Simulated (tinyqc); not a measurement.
Classical nucleation, growth and JMAK kinetics of crystallisation from a melt or glass. Changing the temperature T. Computed by tinyqc, a small Python program. Command: `OMP_NUM_THREADS=1 python tinyqc.py 3014738 3014739 out.jsonl nucl sweep`. One thread of a shared host (Intel(R) Xeon(R) Processor @ 2.30GHz), about 0.01 s of CPU time with the checks.

A spherical nucleus with a sharp interface of isotropic energy gamma; lambda = Omega^(1/3) is the jump distance.

Inputs (values chosen for the exercise, for a model substance):

| quantity | value | unit |
|---|---|---|
| melting point T_m | 1390 | K |
| heat of melting per volume H | 1670 | J/cm^3 |
| interface energy gamma | 0.152 | J/m^2 |
| atomic volume Omega | 15.8 | angstrom^3 |
| diffusion prefactor D0 | 2.6e-06 | m^2/s |
| activation energy Q | 0.922 | eV |
| time t | 0.00011 | s |

Nucleation: homogeneous. Driving force: Thompson-Spaepen.

Constants: e = 1.602176634e-19 C; k_B = 1.380649e-23 J/K; k_B = 8.617333262e-05 eV/K.

Method:
- Driving force per volume: dG = H [(T_m - T)/T_m] [2 T/(T_m + T)].
- Shape factor f = 1.
- W(r) = f [4 pi r^2 gamma - (4/3) pi r^3 dG]; r* = 2 gamma/dG; W* = f 16 pi gamma^3/(3 dG^2); n* = f (4/3) pi r*^3/Omega.
- D = D0 exp(-Q/(k_B T)); attachment rate k+ = (A*/lambda^2) D/lambda^2 with A* = 4 pi r*^2; Zeldovich factor Z = sqrt(W*/(3 pi k_B T))/n*; sites per volume N = 1/Omega; I = N Z k+ exp(-W*/(k_B T)); lag time = 1/(4 pi Z^2 k+).
- Growth (Wilson-Frenkel): u = (D/lambda) [1 - exp(-dG Omega/(k_B T))].
- D = D0 exp(-Q/(k_B T)).
- JMAK with steady nucleation and growth, nuclei spread at random: extended fraction X_e = (pi/3) I u^3 t^4, X = 1 - exp(-X_e); t_X = [-3 ln(1 - X)/(pi I u^3)]^(1/4); final grains per volume = Gamma(5/4) (3/pi)^(1/4) (I/u)^(3/4), Gamma(5/4) = 0.9064024771. Grain size = (grains per volume)^(-1/3).

One run for each value:

| temperature T (K) | atoms in the nucleus n* | W*/(k_B T) | nucleation rate I (1/(m^3 s)) | growth velocity u (m/s) | half time t_0.5 (s) |
|---|---|---|---|---|---|
| 695 | 43.2 | 19.79 | 2.739e+27 | 0.0013 | 1.841e-05 |
| 764 | 49.0 | 19.60 | 1.271e+28 | 0.0047 | 4.717e-06 |
| 834 | 59.2 | 20.36 | 1.840e+28 | 0.0138 | 1.922e-06 |
| 973 | 106.0 | 25.73 | 4.947e+26 | 0.0668 | 1.456e-06 |
| 1040 | 159.7 | 31.63 | 2.662e+24 | 0.1154 | 3.568e-06 |
| 1110 | 279.4 | 43.03 | 5.546e+19 | 0.1789 | 3.800e-05 |
| 1180 | 598.9 | 67.28 | 2.777e+09 | 0.2406 | 1.144e-02 |

Give the missing row, temperature T (K) = 904.

Computed row; columns: (1) temperature T (K); (2) atoms in the nucleus n*; (3) W*/(k_B T); (4) nucleation rate I (1/(m^3 s)); (5) growth velocity u (m/s); (6) half time t_0.5 (s):
```
(1)   (2)    (3)        (4)     (5)        (6)
904  76.4  22.26  7.124e+27  0.0331  1.264e-06
```

Interpolating between the two neighbouring rows (linearly) misses most in half time t_0.5 (s), by 33 %. Over the rows, atoms in the nucleus n* rises from 43.2 to 599 (exponent d ln y / d ln x 1.3 between the first rows and 12 between the last); W*/(k_B T) goes from 19.8 through a minimum among these rows, 19.6 at 764, to 67.3; nucleation rate I (1/(m^3 s)) goes from 2.74e27 through a maximum among these rows, 1.84e28 at 834, to 2.78e9.  Left out: 1250 (the barrier is out of all reach).

Extremes, crossings and ranges named in words are read from the listed rows.
